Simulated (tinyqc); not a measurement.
From one set of inputs to another, one input at a time: time-domain thermoreflectance: layered heat flow under a modulated pulse train, and what the signal ratio measures. Computed by tinyqc, a small Python program. Command: `OMP_NUM_THREADS=1 python tinyqc.py 3111937 3111938 out.jsonl tdtr ladder`. One thread of a shared host (Intel(R) Xeon(R) Processor @ 2.30GHz), about 0.1 s of CPU time with the checks.

Pulses repeat at 80 MHz; heat is laid down at the surface, all layers are isotropic.

The inputs printed are set A. Set A is modelled on aluminium on a SiGe alloy; the values taken over come from a set modelled on aluminium on beta-Ga2O3. Inputs not listed in the table keep their values of set A, so the rows need not describe a real material.

Inputs (values chosen for the exercise, modelled on aluminium on a SiGe alloy):
```
quantity                                value        unit
metal thickness d                          76          nm
metal conductivity                        160     W/(m K)
metal heat capacity                      2.42  MJ/(m^3 K)
boundary conductance G under the metal    150  MW/(m^2 K)
substrate conductivity kappa             7.51     W/(m K)
substrate heat capacity C                1.68  MJ/(m^3 K)
modulation frequency f                      5         MHz
spot radius w (1/e^2, pump and probe)     3.2  micrometre
delay t                                   690          ps
```

Stack: metal, substrate.

Method:
- For radial wave number k and angular frequency W each layer has u = sqrt(4 pi^2 k^2 + i W C/kappa) and gamma = kappa u. Surface impedance from below: Z = 1/gamma for the substrate; a layer of thickness L maps Z to (Z + tanh(u L)/gamma)/(1 + gamma Z tanh(u L)); a boundary adds 1/G.
- Response per absorbed watt H(W) = 2 pi int_0^(2/w) Z(k, W) exp(-pi^2 k^2 w^2) k dk by 20 Gauss-Legendre points.
- Signal: X + iY = sum_(m = -M..M) H(2 pi (f + m f_r)) exp(i 2 pi m f_r t) exp(-pi (m/M)^2 x 4), f_r = 80 MHz, M = 4000, with H(-W) the complex conjugate of H(W); V_in = X, V_out = Y, ratio = -V_in/V_out.

Each row keeps all changes above it:
```
input moved                                          from    to  ratio -V_in/V_out  V_in (K/mW)  phase of H(2 pi f) (degrees)
set A                                                   -     -              2.241        1.877                        -43.57
spot radius w (1/e^2, pump and probe) (micrometre)    3.2    21              1.734        0.043                        -50.96
modulation frequency f (MHz)                            5     2              1.459        0.058                        -48.48
substrate heat capacity C (MJ/(m^3 K))               1.68  3.26              1.764        0.051                        -45.73
substrate conductivity kappa (W/(m K))               7.51  15.7              2.222        0.045                        -42.55
boundary conductance G under the metal (MW/(m^2 K))   150    53              2.585        0.056                        -36.10
metal thickness d (nm)                                 76    63              2.894        0.062                        -35.24
delay t (ps)                                          690  3900              1.569        0.034                        -35.24
```

Ratio -V_in/V_out goes from 2.24 to 1.57, a factor 0.700 in all. The largest single move comes from delay t (a factor 0.542), and substrate conductivity kappa works against it (a factor 1.26). V_in goes from 1.88 to 0.0342, a factor 0.0182 in all. The largest single move comes from spot radius w (1/e^2, pump and probe) (a factor 0.0230). Phase of H(2 pi f) goes from -43.6 to -35.2, +8.33 in all. The largest single move comes from spot radius w (1/e^2, pump and probe) (-7.38), but it runs against the net change; the largest move in the direction of the net change is boundary conductance G under the metal (+6.45). The single moves hold for this order of the switches; the total does not depend on the order.

Extremes, crossings and ranges named in words are read from the listed rows.
